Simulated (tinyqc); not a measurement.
Dopant redistribution at a moving silicon-oxide interface during parabolic oxidation: one step, computed by the program tinyqc.

Uniformly doped silicon is oxidised with x_ox = sqrt(B t); the interface advances into the silicon by alpha x_ox, alpha = 0.44. The dopant does not move in the oxide, and at the interface C(silicon) = m C(oxide).

Problem. Interface concentration. With the dopant diffusivity D and s = alpha x_ox/(2 sqrt(D t)), in the silicon C = C_B + (C_s - C_B) erfc(y/(2 sqrt(D t)))/erfc(s), y from the original surface. Dopant balance at the interface gives C_s/C_B = 1/[1 + (1/(m alpha) - 1) g], g = sqrt(pi) s exp(s^2) erfc(s).

Inputs (values chosen for the exercise, modelled on boron in silicon under dry oxygen): segregation coefficient m = C(silicon)/C(oxide) = 0.25; bulk doping C_B = 1.2e+16 1/cm^3; temperature T = 1200 C.

s = 0.08921725

Give: g; ratio C_s/C_B; C_s in the silicon; concentration in the oxide.

Solution.

g = 0.1434

ratio C_s/C_B = 0.4629

C_s in the silicon = 5.555e+15 1/cm^3

concentration in the oxide = 2.222e+16 1/cm^3

m alpha = 0.110: the oxide takes more dopant than the consumed silicon held, so the silicon is depleted. For a very fast interface the ratio would tend to m alpha. Caution: parabolic growth needs an oxide much thicker than the Deal-Grove length A, which fails for thin films and low temperatures; oxidation-enhanced or retarded diffusion is ignored.
